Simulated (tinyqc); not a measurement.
Zigzag graphene nanoribbon in tight binding, step by step. Values are carried at full precision from step to step, so a last printed digit may differ when a step is redone from the rounded ones.

A zigzag ribbon of N chains, sites A1, B1, A2, ..., BN across it. For each k it is a chain with bonds -2t cos(k/2) (A_n to B_n) and -t (B_n to A_(n+1)), and +D, -D on A and B. A1 and BN are the edge sites; the Dirac points project to k = 2 pi/3.

Parameters, chosen for this exercise (near those used for graphene; the results hold for these values, not for the real material): t = 2.58 eV (hopping); N = 6 (zigzag chains); D = 0 eV (sublattice potential, +D on A and -D on B); k = 2.51 (k times the period sqrt3 acc); acc = 1.42 angstrom (bond length).

## The chain at this k

Form the k-dependent bond and the matrix.

2 cos(k/2) = 0.62115

H(k) (eV):
```
         A1       B1       A2       B2       A3       B3       A4       B4       A5       B5       A6       B6
A1        0  -1.6026        0        0        0        0        0        0        0        0        0        0
B1  -1.6026        0  -2.5800        0        0        0        0        0        0        0        0        0
A2        0  -2.5800        0  -1.6026        0        0        0        0        0        0        0        0
B2        0        0  -1.6026        0  -2.5800        0        0        0        0        0        0        0
A3        0        0        0  -2.5800        0  -1.6026        0        0        0        0        0        0
B3        0        0        0        0  -1.6026        0  -2.5800        0        0        0        0        0
A4        0        0        0        0        0  -2.5800        0  -1.6026        0        0        0        0
B4        0        0        0        0        0        0  -1.6026        0  -2.5800        0        0        0
A5        0        0        0        0        0        0        0  -2.5800        0  -1.6026        0        0
B5        0        0        0        0        0        0        0        0  -1.6026        0  -2.5800        0
A6        0        0        0        0        0        0        0        0        0  -2.5800        0  -1.6026
B6        0        0        0        0        0        0        0        0        0        0  -1.6026        0
```

An edge state of the finite ribbon needs 2 cos(k/2) < N/(N + 1) = 0.8571: it exists here.

## Levels and where the middle pair lives

Diagonalise H; average the weights of the two middle levels.

levels (eV): -4.0635  -3.7135  -3.1551  -2.4263  -1.5934  -0.0920  0.0920  1.5934  2.4263  3.1551  3.7135  4.0635

weights: A1 0.313, B1 0.001, A2 0.120, B2 0.005, A3 0.045, B3 0.016, A4 0.016, B4 0.045, A5 0.005, B5 0.120, A6 0.001, B6 0.313

The two edge sites hold 62.5 % of the middle pair, against 16.7 % for an even spread.

## The edge state from the half-plane solution

On a half plane the state lives on one sublattice with amplitudes (-x)^n, x = 2 cos(k/2): weight 1 - x^2 on the edge site, decay length -1.5 acc/ln x of the amplitude. The two edges mix to |E| = sqrt(D^2 + e^2), e about t x^N (1 - x^2).

edge weight = 0.6142
decay length = 4.473 angstrom
e = 0.0910 eV
|E| = 0.0910 eV

Diagonalising the chain of 12 sites gives |E| = 0.0920 eV; the estimate is -1.1 % from it, since it drops terms of order x^(2N).

## Checks

- Level at k = pi next to the edge pair against sqrt(t^2 + D^2): both 2.58000.

(tinyqc, `OMP_NUM_THREADS=1 python tinyqc.py 1450718 1450719 out.jsonl`, Intel(R) Xeon(R) Processor @ 2.30GHz, 1 thread, shared host, about 0.01 s.)
